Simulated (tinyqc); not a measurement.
Microkinetic model of low-temperature epitaxy from hydride gases: adsorption, hydrogen desorption and rate control: one step, computed by the program tinyqc.

Each hydride molecule needs two free sites and leaves four hydrogen atoms, of which two leave at once as H2; theta is the hydrogen coverage, the site density is 6.78 per nm^2 and one layer is 1.358 angstrom thick.

Task: Rate constants. Flux per site F = p/(sqrt(2 pi M k_B T) x 6.78e18 per m^2), M = 32.12 u (silane), 2.016 u (hydrogen); s = s0 exp(-E_s/(k_B T)); k_S = s F_S = k; k_H = s_H F_H; k_d = nu_d exp(-E_d/(k_B T)). Temperatures in kelvin are T(C) + 273.15.

Inputs (values chosen for the exercise, close to those used for silane on Si(001)): silane pressure p_S = 0.032 Pa; sticking prefactor of silane s0 = 0.033; adsorption barrier E_s = 0.12 eV; desorption prefactor nu_d = 4.1e+12 1/s; desorption energy on silicon E_d = 1.99 eV; hydrogen carrier pressure p_H = 0 Pa; sticking of hydrogen s_H = 6.6e-07; temperature T = 700 C.

Film: silicon. Order of hydrogen desorption: first.

Constants: k_B = 8.617333262e-05 eV/K; u = 1.6605390666e-27 kg; k_B = 1.380649e-23 J/K.

Give: k; k_H; k_d.

Result:

k = 0.5549 1/s

k_H = 0 1/s

k_d = 202.7 1/s
